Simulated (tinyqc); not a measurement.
Low-temperature mobility of a two-dimensional electron gas with static screening: one step, computed by the program tinyqc.

One subband is filled, the gas is degenerate and scatters at the Fermi circle; one permittivity serves on both sides of the interface. All formulas are in SI units, masses times m_0. Piezoelectric and polar phonons are left out, and n_s is taken as set by a gate, independent of N_i.

Task: The integrands at a few angles. Form factors of a sheet of zero thickness: G(q) = 1, P(q) = exp(-q d). Dielectric function eps(q) = 1 + q_TF G(q)/q, with q = 2 k_F sin(theta/2). Roughness: <|U|^2> = (e F)^2 S(q), S = pi Delta^2 Lambda^2 exp(-q^2 Lambda^2/4). Remote charges: <|U|^2> = N_i [e^2 P(q)/(2 eps eps_0 q)]^2. The last two columns are (m/(pi hbar^3)) <|U|^2>/eps(q)^2.

Inputs (values chosen for the exercise, modelled on a strained silicon well):
```
quantity,value,unit
in-plane mass m,0.183,m_0
permittivity eps,11.8,-
roughness height Delta,0.25,nm
correlation length Lambda,1.3,nm
remote charge density N_i,2.3e+10,1/cm^2
distance d of the charges from the interface,7.9,nm
temperature T,77,K
```

Wave function: ideal sheet. Roughness spectrum: Gaussian.

k_F = 0.2170804 1/nm

q_TF = 1.172271 1/nm

effective field F = 0.1206853 MV/cm

Constants: m_0 = 9.1093837015e-31 kg; hbar = 1.054571817e-34 J s; e = 1.602176634e-19 C; eps_0 = 8.8541878128e-12 F/m.

Give: Integrands (1e9/(s rad)).

Result:

Integrands (1e9/(s rad)):
```
theta (degrees),q (1/nm),G,eps(q),roughness,remote charges
5,0.0189,1,62.90,0.014,8.205e+01
15,0.0567,1,21.69,0.119,4.247e+01
30,0.1124,1,11.43,0.427,1.612e+01
60,0.2171,1,6.40,1.343,2.635e+00
90,0.3070,1,4.82,2.323,5.615e-01
135,0.4011,1,3.92,3.408,1.122e-01
180,0.4342,1,3.70,3.786,6.385e-02
```

Caution: k_B T exceeds a quarter of E_F, so scattering at the Fermi circle alone and zero-temperature screening are rough.
